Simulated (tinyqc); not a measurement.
Thermal RC ladder, step response: two steps of the calculation.

A ladder of 2 nodes: R_i joins node i to node i + 1, the last R to the ambient; C_i is the heat capacity of node i; theta is the rise above ambient, zero at t = 0. d theta/dt = -A theta + b with b = (Pw/C_1, 0, ...), times in ms.

Parameters, values chosen for the exercise:
```
symbol,value,unit,meaning
R,"[0.74, 0.21]",K/W,"resistances, junction to ambient"
C,"[0.39, 3]",mJ/K,heat capacities of the nodes
Pw,5.1,W,power at node 1 from t = 0
dt,0.24,ms,time step
```

Task 1. Time constants and Foster resistances. A = C^(-1) K, K_ii = 1/R_(i-1) + 1/R_i (no first term for node 1), K_(i,i+1) = K_(i+1,i) = -1/R_i. The time constants tau_k are the inverse eigenvalues of A; the rise of node 1 per watt is Z(t) = sum_k r_k (1 - exp(-t/tau_k)), with r_k = v_k1^2 tau_k/C_1 and v_k the unit eigenvectors of C^(-1/2) K C^(-1/2).

Give: tau_k, rising; r_k.

Result 1.

tau_k, rising (ms): [0.23865, 0.76185]
r_k (K/W): [0.45773, 0.49227]

The r_k add up to the sum of the R_i, 0.9500 K/W; the slowest constant is 3.19 times the fastest.

Task 2. One time step. Implicit Euler: (1 + dt A) theta(new) = theta + dt b.

A (1/ms):
```
,node 1,node 2
node 1,3.4650035,-3.4650035
node 2,-0.4504505,2.0377520
```

theta after step 2 (K): node 1 2.8128670, node 2 0.2906111

Find: theta after step 3.

Result 2.

theta after step 3 (K): node 1 3.452, node 2 0.446

Program tinyqc, `OMP_NUM_THREADS=1 python tinyqc.py 2520066 2520067 out.jsonl`; Intel Xeon 2.30GHz, shared host, one thread, about 0.01 s.
